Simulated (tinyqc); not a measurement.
## Length offset and series resistance from crossing lines

Inverse problem. R_total = Rs + k (L - dL)/Vo with constant Rs, dL and k. Find k, dL and Rs.

R_total at (L, Vo) = (90, 0.31), (180, 0.31), (90, 0.82) and (180, 0.82), L in nm and Vo in V (ohm um): 894.45161  1446.0645  562.04878  770.58537

Answer. At each overdrive R is a straight line in L with slope k/Vo; the two lines cross at L = dL, R = Rs.

k = 1.90 ohm um V/nm
dL = 2.80 nm
Rs = 360 ohm um

tinyqc, about 0.03 s, one thread, Intel Xeon 2.30GHz (shared host): `OMP_NUM_THREADS=1 python tinyqc.py 2282247 2282248 out.jsonl`
